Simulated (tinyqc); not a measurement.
Angle series: uniform film or islands? Model: X-ray photoelectron analysis of a thin oxide on a semiconductor: attenuation lengths, thickness, angle series and band offsets. Computed by tinyqc, a small Python program. Command: `OMP_NUM_THREADS=1 python tinyqc.py 3112488 3112489 out.jsonl xps walk`. One thread of a shared host (Intel(R) Xeon(R) Processor @ 2.30GHz), about 0.01 s of CPU time with the checks.

The same element is seen in the oxide and in the substrate, at nearly the same kinetic energy; films are flat and uniform, and the work function is ignored.

Inputs (values chosen for the exercise, modelled on SiO2 on 4H-SiC):
```
quantity,value,unit
photon energy,1253.6,eV
binding energy of the core level,100.5,eV
oxide density,2.26,g/cm^3
oxide formula mass,60.08,g/mol
valence electrons per oxide formula,16,-
oxide gap,9.06,eV
substrate density,3.21,g/cm^3
substrate formula mass,40.1,g/mol
valence electrons per substrate formula,8,-
substrate gap,3.26,eV
oxide thickness d,1.6,nm
emission angle from the normal,0,degrees
attenuation length over inelastic mean free path,0.94,-
carbon overlayer,0.76,nm
```

Method:
- TPP-2M: lambda = E/(E_p^2 [b ln(c E) - C/E + D/E^2]) in angstrom, E_p = 28.8 sqrt(N_v rho/M), b = -0.10 + 0.944/sqrt(E_p^2 + E_g^2) + 0.069 rho^0.1, c = 0.191/sqrt(rho), U = N_v rho/M, C = 1.97 - 0.91 U, D = 53.4 - 20.8 U, with E = photon energy less binding energy in eV.
- Attenuation length L = factor x lambda.
- R_0 = (rho_o/M_o) L_o/((rho_s/M_s) L_s); peak ratio R = I_ox/I_sub = R_0 [exp(d/(L_o cos theta)) - 1]; hence d = L_o cos theta ln(1 + R/R_0). A carbon layer weakens both peaks alike, by exp(-d_C/(L_o cos theta)) if its L is taken equal to L_o. This R_0 leaves out intrinsic losses from the substrate peak, so calibrated values can be larger.
- Islands: half of the surface carries 2 d and half none, R = R_0 (1/2)(1 - t)/(1/2 + t/2) with t = exp(-2 d/(L_o cos theta)); the apparent thickness is read with the uniform formula.

R_0 = 0.625051

L in the oxide = 3.16079 nm

Against the angle:
```
theta (degrees),"R, uniform","R, islands","apparent d, islands (nm)"
0,0.4119,0.29189,1.2112
20,0.4461,0.30752,1.1884
35,0.5345,0.34359,1.1342
45,0.6538,0.38400,1.0704
55,0.8857,0.44234,0.9702
65,1.4456,0.52065,0.8094
75,3.7939,0.60053,0.5508
```

What does the comparison show, and why?

A uniform film gives d = 1.6 nm at every angle. The island film of the same volume reads 1.21 nm at normal emission and 0.551 nm at 75 degrees; its ratio cannot pass R_0, since the bare half always shows the substrate.

Extremes, crossings and ranges named in words are read from the listed rows.
